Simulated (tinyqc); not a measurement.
Inputs raised by 2 %, one at a time: dopant redistribution at a moving silicon-oxide interface during parabolic oxidation. Computed by tinyqc, a small Python program. Command: `OMP_NUM_THREADS=1 python tinyqc.py 3007053 3007054 out.jsonl segox sens`. One thread of a shared host (Intel(R) Xeon(R) Processor @ 2.30GHz), about 0.01 s of CPU time with the checks.

Uniformly doped silicon is oxidised with x_ox = sqrt(B t); the interface advances into the silicon by alpha x_ox, alpha = 0.44. The dopant does not move in the oxide, and at the interface C(silicon) = m C(oxide).

Inputs (values chosen for the exercise, modelled on arsenic in silicon under steam):
```
quantity,value,unit
dopant prefactor D0,7.76,cm^2/s
dopant activation energy E,4.03,eV
oxidation prefactor B0,355,um^2/h
oxidation activation energy E_B,0.783,eV
segregation coefficient m = C(silicon)/C(oxide),7.8,-
bulk doping C_B,1.1e+16,1/cm^3
temperature T,1125,C
time t,4.9,h
```

Constants: k_B = 8.617333262e-05 eV/K.

Method:
- D = D0 exp(-E/(k_B T)), converted with 1 cm^2/s = 3.6e11 um^2/h; B = B0 exp(-E_B/(k_B T)); s = alpha sqrt(B/(4 D)), the interface advance over 2 sqrt(D t).
- Temperatures in kelvin are T(C) + 273.15.
- With the dopant diffusivity D and s = alpha x_ox/(2 sqrt(D t)), in the silicon C = C_B + (C_s - C_B) erfc(y/(2 sqrt(D t)))/erfc(s), y from the original surface. Dopant balance at the interface gives C_s/C_B = 1/[1 + (1/(m alpha) - 1) g], g = sqrt(pi) s exp(s^2) erfc(s).
- Consumed silicon held alpha x_ox C_B; the oxide holds x_ox times the dopant concentration in the oxide; the difference is the excess in the silicon; 1 um = 1e-4 cm.

Runs:
```
input moved,from,to,ratio C_s/C_B,excess in the silicon (1/cm^2),s,concentration in the oxide (1/cm^3)
base run,-,-,2.6835,1.7080e+11,1.7641,3.7844e+15
dopant prefactor D0 (cm^2/s),7.76,7.9152,2.6748,1.7279e+11,1.7467,3.7722e+15
dopant activation energy E (eV),4.03,4.1106,2.9482,1.1039e+11,2.4649,4.1578e+15
oxidation prefactor B0 (um^2/h),355,362.1,2.6921,1.7051e+11,1.7817,3.7966e+15
oxidation activation energy E_B (eV),0.783,0.79866,2.6259,1.7238e+11,1.6531,3.7031e+15
segregation coefficient m = C(silicon)/C(oxide),7.8,7.956,2.7204,1.7455e+11,1.7641,3.7613e+15
time t (h),4.9,4.998,2.6835,1.7250e+11,1.7641,3.7844e+15
```

Exponents ln(y'/y) / ln(x'/x):
```
input,ratio C_s/C_B,excess in the silicon,s,concentration in the oxide
dopant prefactor D0,-0.164,0.582,-0.500,-0.164
dopant activation energy E,4.751,-22.042,16.891,4.751
oxidation prefactor B0,0.162,-0.086,0.500,0.162
oxidation activation energy E_B,-1.096,0.464,-3.282,-1.096
segregation coefficient m = C(silicon)/C(oxide),0.690,1.096,0.000,-0.310
time t,0.000,0.500,0.000,0.000
```

Which inputs matter most for each result?

Among the inputs moved here: ratio C_s/C_B answers most in size to dopant activation energy E (exponent +4.751), next to oxidation activation energy E_B (-1.096); its exponent is below 0.0005 for time t. Its exponent 0.000 in time t: both lengths grow as sqrt(t). Excess in the silicon answers most in size to dopant activation energy E (exponent -22.042), next to segregation coefficient m = C(silicon)/C(oxide) (+1.096). Its exponent +0.500 in time t: the dose follows the oxide thickness. s answers most in size to dopant activation energy E (exponent +16.891), next to oxidation activation energy E_B (-3.282); its exponent is below 0.0005 for segregation coefficient m = C(silicon)/C(oxide), time t. Its exponent -0.500 in dopant prefactor D0: s scales as sqrt(B/D). Its exponent +0.500 in oxidation prefactor B0: s scales as sqrt(B/D). Concentration in the oxide answers most in size to dopant activation energy E (exponent +4.751), next to oxidation activation energy E_B (-1.096); its exponent is below 0.0005 for time t.

Caution (all rows): parabolic growth needs an oxide much thicker than the Deal-Grove length A, which fails for thin films and low temperatures; oxidation-enhanced or retarded diffusion is ignored.
